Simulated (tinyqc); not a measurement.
From base transit time tau_B back to base width W: minority-electron transport through the base of a bipolar transistor (Moll-Ross and Kroemer integrals). Computed by tinyqc, a small Python program. Command: `OMP_NUM_THREADS=1 python tinyqc.py 3015326 3015327 out.jsonl base inv`. One thread of a shared host (Intel(R) Xeon(R) Processor @ 2.30GHz), about 0.01 s of CPU time with the checks.

Low injection, one dimension, x from the emitter edge (0) to the collector edge (W), s = x/W. Recombination is treated as a small correction (valid for tau_B well below tau_n), computed from the stored charge.

Inputs (values chosen for the exercise, modelled on silicon):

| quantity | value | unit |
|---|---|---|
| intrinsic density n_i at the emitter edge | 9.3e+09 | 1/cm^3 |
| base doping at the emitter edge N_0 | 5.5e+17 | 1/cm^3 |
| mu_min | 170 | cm^2/(V s) |
| mu_max | 1360 | cm^2/(V s) |
| N_ref | 8.5e+16 | 1/cm^3 |
| base-emitter voltage V_BE | 0.75 | V |
| temperature T | 300 | K |
| doping ratio N_0/N(W) | 32 | - |
| gap narrowing across the base dE_g | 93 | meV |

Base doping profile: exponential. Gap grading: linear. Exit of the base: infinite sink.

Constants: k_B = 8.617333262e-05 eV/K; e = 1.602176634e-19 C.

Method. N(x) = N_0 (ratio)^(-s); n_i(x)^2 = n_i^2 exp(s dE_g/k_B T); D(x) = (k_B T/e) mu, mu = mu_min + (mu_max - mu_min)/(1 + (N/N_ref)^0.7). With y(x) = N n_i^2/(D n_i(x)^2): base Gummel number G_B = int_0^W y dx; J_C = e n_i^2 exp(e V_BE/k_B T)/G_B; n(x) = (J_C/e)(n_i(x)^2/(N n_i^2)) [int_x^W y dx]; transit time tau_B = (e/J_C) int n dx; trapezoid rule on 401 even points.

Problem. A run gave the result below. Find the base width W, known to lie between 190 and 320 nm.

base transit time tau_B = 4.079433 ps

Solution.

Each step takes the trial c = (a f_b - b f_a)/(f_b - f_a), f being the result less the target and a, b, c the logarithms of the listed values; c replaces end b, the old b replaces a if the sign of f changed, and otherwise f_a is halved.

Scan of the range:

| base width W (nm) | base transit time tau_B (ps) |
|---|---|
| 190 | 2.30985 |
| 207 | 2.74169 |
| 226 | 3.26809 |
| 247 | 3.90365 |
| 269 | 4.63001 |
| 293 | 5.49303 |
| 320 | 6.55205 |

False position (Illinois rule, in the logarithm of the input) inside the bracket:

| step | end a | end b | trial | base transit time tau_B (ps) |
|---|---|---|---|---|
| 1 | 247.000 | 269.000 | 252.153 | 4.06824 |
| 2 | 269.000 | 252.153 | 252.478 | 4.07874 |
| 3 | 269.000 | 252.478 | 252.519 | 4.08004 |
| 4 | 252.478 | 252.519 | 252.500 | 4.07943 |
| 5 | 252.519 | 252.500 | 252.500 | 4.07943 |

Base transit time tau_B rises at every point of a 13-point scan of the range (every second point is shown), so one value fits; it is bracketed by 247 and 269. The scan shows a pure power law with exponent 2.000, so scaling from any one row also gives the answer directly. Answer: base width W = 252.5 nm.
